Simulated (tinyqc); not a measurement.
## Doping and voltage from widths and field

Question. In the depletion approximation an abrupt p-n junction has a triangular field: peak E = q Nd xn/(eps0 eps_r) = q Na xp/(eps0 eps_r), W = xn + xp, and Vbi - V = E W/2. Find Nd, Na and Vbi - V.

Inputs (values chosen for the exercise):

| symbol | value | unit | meaning |
|---|---|---|---|
| eps_r | 8.42 |  | relative permittivity |

Constants: q = 1.602176634e-19 C, eps0 = 8.8541878128e-14 F/cm where lengths are in cm. Results are converted to the units shown.

W = 548.21367 nm
peak field = 232.52899 kV/cm
xn = 541.00034 nm

Answer. Gauss's law on each side gives its doping from the peak field and its width; the voltage is the area of the triangle.

Nd = 2.00e16 cm^-3
Na = 1.50e18 cm^-3
Vbi - V = 6.37 V

Program tinyqc, `OMP_NUM_THREADS=1 python tinyqc.py 2000058 2000059 out.jsonl`; Intel Xeon 2.30GHz, shared host, one thread, about 0.02 s.
